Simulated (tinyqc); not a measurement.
Gate voltage for a given inversion charge.

Question. p-type body, charge-sheet picture, depletion and inversion only, full ionisation (an idealisation for deep acceptors), Boltzmann statistics (rough once Na exp(x - xn) passes about Nc/7). In units of Vt: xg = (Vg - Vfb)/Vt, x = psi/Vt, G = gamma/sqrt(Vt), xn = (2 phiF + Vc)/Vt. The implicit equation is (xg - x)^2 = G^2 [x - 1 + exp(x - xn)] for x above about 3. Cox = eps0 eox/tox. ni = sqrt(Nc Nv) exp(-Eg/(2 Vt)), Eg in volts; phiF = Vt ln(Na/ni); gamma = sqrt(2 q eps0 eps_r Na)/Cox. N_inv = (Cox Vt G/q) [sqrt(x - 1 + exp(x - xn)) - sqrt(x - 1)]. Find x - xn, psi and Vg.

Values chosen for this exercise; band and dielectric values close to those of germanium: temperature T = 350 K; band gap Eg = 0.649 eV; relative permittivity eps_r = 16.2; conduction-band density of states at T Nc = 1.29e19 cm^-3; valence-band density of states at T Nv = 7.62e18 cm^-3; relative permittivity of the gate insulator (close to hafnium oxide) eox = 21.4; insulator thickness tox = 36 nm; acceptor density Na = 9.2e16 cm^-3; flat-band voltage Vfb = -0.69 V; channel-body voltage Vc = 0 V.

Constants: q = 1.602176634e-19 C, kB = 1.380649e-23 J/K, Vt = kB T/q, eps0 = 8.8541878128e-14 F/cm where lengths are in cm. Results are converted to the units shown.

N_inv = 2.6e11 cm^-2

Solution. N_inv rises steadily with x, so it fixes x; the implicit equation then gives xg directly.

x - xn = 2.294
psi = 0.4359 V
Vg = 0.07390 V

Program tinyqc, `OMP_NUM_THREADS=1 python tinyqc.py 2122054 2122055 out.jsonl`; Intel Xeon 2.30GHz, shared host, one thread, about 0.01 s.
